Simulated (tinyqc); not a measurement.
Domain walls in a thin film with perpendicular anisotropy: Bloch, Neel and chiral walls, motion and stripe domains: one step, computed by the program tinyqc.

One-dimensional wall: polar angle theta(x), azimuth phi of the moment in the wall (phi = 0 Neel, 90 degrees Bloch). mu_0 = 1.25663706212e-6 T m/A, gamma = 1.76085963023e11 rad/(s T).

Question. Stripe domains. Dipolar length l = sigma/(mu_0 M_s^2); for t much smaller than the period the domain width is w = 0.955 t exp(pi l/t) (Kaplan and Gehring), given as log10 of w in nm.

Inputs (values chosen for the exercise, for a model film): saturation magnetisation M_s = 682 kA/m; thickness t = 0.62 nm.

wall energy sigma = 7.541873 mJ/m^2

Give: dipolar length l; log10 of the domain width in nm.

Answer.

dipolar length l = 12.903 nm

log10 of the domain width in nm = 28.167

Domains would exceed a millimetre: any device is a single domain in equilibrium.
